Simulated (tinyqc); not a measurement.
# MOS structure on a p-type body, non-linear Poisson equation by Newton steps: two studies

One dimension, insulator interface at x = 0, acceptor density Na, uniform, net doping C = -(acceptor density). psi is counted from the intrinsic level: n = ni exp((psi - Vb)/Vt), p = ni exp(-psi/Vt); deep in the body psi_b = -Vt ln(Na/ni). The gate acts through Cox = eps0 eox/tox and has the potential psi_G = Vg - (phiM - chi - Vt ln(Nc/ni)). Boltzmann statistics, full ionisation, classical densities, no oxide or interface charge.

Inputs (values chosen for the exercise); band and dielectric values close to those of silicon: temperature T = 400 K; band gap Eg = 1.1 eV; relative permittivity eps_r = 11.5; conduction-band density of states at T Nc = 4.22e19 cm^-3; valence-band density of states at T Nv = 4.13e19 cm^-3; electron affinity chi = 4.05 eV; acceptor density deep in the body Na = 9.7e17 cm^-3; relative permittivity of the gate insulator (close to silicon dioxide) eox = 3.9; insulator thickness tox = 2.8 nm; gate work function phiM = 4.2 eV; electron quasi-Fermi potential against the body Vb = 0 V.

Constants: q = 1.602176634e-19 C, kB = 1.380649e-23 J/K, Vt = kB T/q, eps0 = 8.8541878128e-14 F/cm where lengths are in cm. Results are converted to the units shown.

Each table varies one quantity; the others keep the values above.

## Charge and capacitance against gate voltage

ni = sqrt(Nc Nv) exp(-Eg/(2 Vt)), Eg in volts. The Poisson equation d/dx(eps0 eps_r dpsi/dx) = -q (p - n + C), with eps0 eps_r dpsi/dx = -Cox (psi_G - psi_0) at x = 0, is solved on a mesh of about 600 nodes or more. N_inv is the integral of n less its value deep in the body. C_LF = Cox (1 - dpsi_0/dVg) with all carriers following; C_HF is the same with the electron quasi-Fermi level shifting uniformly so that N_inv stays fixed. The centroid is that of the same excess.

Results:
```
Vg (V)  psi_0 - psi_b (V)  N_inv (cm^-2)  C_LF/Cox  C_HF/Cox  centroid (nm)
0.1                 0.583         4.78e7     0.236     0.235          0.906
0.22                0.675         6.44e8     0.223     0.222          0.828
0.35                0.776        1.11e10     0.234     0.209          0.762
0.47                0.861        1.20e11     0.403     0.201          0.712
0.59                0.915        5.30e11     0.670     0.197          0.668
0.83                0.966        1.91e12     0.857     0.194          0.595
0.96                0.983        2.77e12     0.890     0.194          0.562
1.08                0.994        3.59e12     0.910     0.194          0.535
```

Estimate the missing row, Vg = 0.71 V.

Computed row:
```
Vg (V)  psi_0 - psi_b (V)  N_inv (cm^-2)  C_LF/Cox  C_HF/Cox  centroid (nm)
0.71                0.946        1.17e12     0.798     0.195          0.629
```

With this row back in the table: N_inv goes from 4.78e7 to 3.59e12 cm^-2 and passes 2e11 cm^-2 at Vg = 0.503 V. Below threshold it takes 106 mV a decade between Vg = 0.1 and 0.22 V, against Vt ln 10 = 79.4 mV. C_LF/Cox is lowest, 0.223, at Vg = 0.22 V among the rows listed and ends at 0.910, while C_HF/Cox ends at 0.194. Between the last two rows q dN_inv/dVg is 0.888 Cox. Where the classical centroid is under about 2 nm, confinement would move the charge away from the interface and raise the threshold. Above about 2e12 cm^-2 degeneracy matters too.

## Effect of the electron quasi-Fermi potential against the body on threshold, swing and body effect

VT is the Vg at which N_inv = 2e11 cm^-2. m = 1/(dpsi_0/dVg) at N_inv = 1e8 cm^-2; the swing is the Vg between N_inv = 1e8 and 1e9 cm^-2; body coefficient [VT(Vb + 0.05 V) - VT(Vb)]/0.05 V - 1.

Effect of the electron quasi-Fermi potential against the body on threshold, swing and body effect:
```
Vb (V)  VT (V)  psi_0 - psi_b at VT (V)  m - 1  swing (mV/decade)  body coefficient
0        0.503                    0.879  0.301                106             0.271
0.3      0.879                     1.18  0.243                100             0.229
0.6       1.24                     1.49  0.210               97.2             0.202
0.9       1.60                     1.79  0.187               95.2             0.182
1.2       1.95                     2.09  0.171               93.7             0.168
1.5       2.30                     2.40  0.158               92.6             0.156
1.8       2.65                     2.70  0.148               91.7             0.146
```

As Vb goes from 0 to 1.8, VT rises from 0.503 to 2.65 V, the swing falls from 106 to 91.7 mV/decade and the body coefficient falls from 0.271 to 0.146. The swing stays within 2.4 % of m Vt ln 10, and the body coefficient within 0.031 of m - 1.

Computed by the program tinyqc: `OMP_NUM_THREADS=1 python tinyqc.py 2080013 2080014 out.jsonl`, one thread of a shared Intel Xeon 2.30GHz, about 0.3 s for the whole run.
